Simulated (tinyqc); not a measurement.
The same raw energies corrected as if they came from other cell sizes: formation energy of a charged point defect from supercell energies. Computed by tinyqc, a small Python program. Command: `OMP_NUM_THREADS=1 python tinyqc.py 3019154 3019155 out.jsonl formation sweep`. One thread of a shared host (Intel(R) Xeon(R) Processor @ 2.30GHz), about 0.01 s of CPU time with the checks.

The host is a compound AB. Making the defect adds n_A = 0, n_B = -1, n_X = 1 atoms to the cell. All total energies are inputs. E_F is counted from the valence-band maximum (VBM); x = 0 is A-rich and x = 1 B-rich growth.

Inputs (values chosen for the exercise, with gap and screening modelled on GaN):
```
quantity                       value   unit
gap E_g                         3.42     eV
E_VBM of the host cell         6.228     eV
potential alignment dV        -0.094     eV
dielectric constant eps          9.6      -
mu_B of the pure element      -6.826     eV
formation enthalpy dH of AB    -2.99     eV
growth condition x              0.14      -
Fermi level E_F                 2.35     eV
temperature T                    800      K
site density N_s             2.8e+22  cm^-3
mu_X of the pure element      -2.842     eV
formation enthalpy of AX       -0.77     eV
```

Defect: impurity X on a B site. Supercell lattice: sc.

charge states q: 2  1  0

E(defect, q) - E(host), in the order of q (eV): -5.998  1.299  9.316

Constants: e^2/(4 pi eps_0) = 14.39964548 eV angstrom; k_B = 8.617333262e-05 eV/K.

Method:
- dmu_A = x dH and dmu_B = (1 - x) dH, so that dmu_A + dmu_B = dH; mu = mu(element) + dmu. The impurity is held at its solubility limit: dmu_X = min(0, dH(AX) - dmu_A).
- The reservoir term is sum n_i mu_i.
- Image-charge correction of a point charge in a neutralising background: E_corr = q^2 alpha e^2/(4 pi eps_0) / (2 eps L), alpha = 2.837297 for a sc array with L the cube root of the volume.
- E_f(q, E_F) = [E(defect, q) - E(host)] - sum n_i mu_i + q (E_VBM + dV + E_F) + E_corr(q).
- eps(q/q-1) = E_f(q - 1, 0) - E_f(q, 0).
- E_f(q, E_F) = E_f(q, 0) + q E_F.
- c_q = N_s exp(-E_f(q, E_F)/k_B T), with all degeneracy factors one and no vibrational entropy.

One run for each value:
```
cell length L (angstrom)  level (+2/+1) (eV)  level (+1/0) (eV)  lowest formation energy (eV)
8                                    0.36503             1.6170                         3.112
11                                   0.58266             1.6896                         3.112
14                                   0.70702             1.7310                         3.112
17                                   0.78748             1.7578                         3.112
21                                   0.85901             1.7817                         3.112
24                                   0.89701             1.7943                         3.112
27                                   0.92656             1.8042                         3.112
30                                   0.95021             1.8121                         3.112
```

Describe and explain the trends.

Over the rows, level (+2/+1) (eV) rises from 0.365 to 0.950 (exponent d ln y / d ln x 1.5 between the first rows and 0.24 between the last); level (+1/0) (eV) rises from 1.62 to 1.81 (exponent d ln y / d ln x 0.14 between the first rows and 0.041 between the last); lowest formation energy (eV) does not change. The correction falls as 1/L, so the levels tend to their raw, aligned values.

Caution (rows 8.00): the largest image-charge correction in these energies, q^2 alpha e^2/(8 pi eps_0 eps L) with alpha = 2.837297, exceeds a quarter of the gap; the point-charge term alone is then a rough estimate, usually too large for a charge that is spread out.

Extremes, crossings and ranges named in words are read from the listed rows.
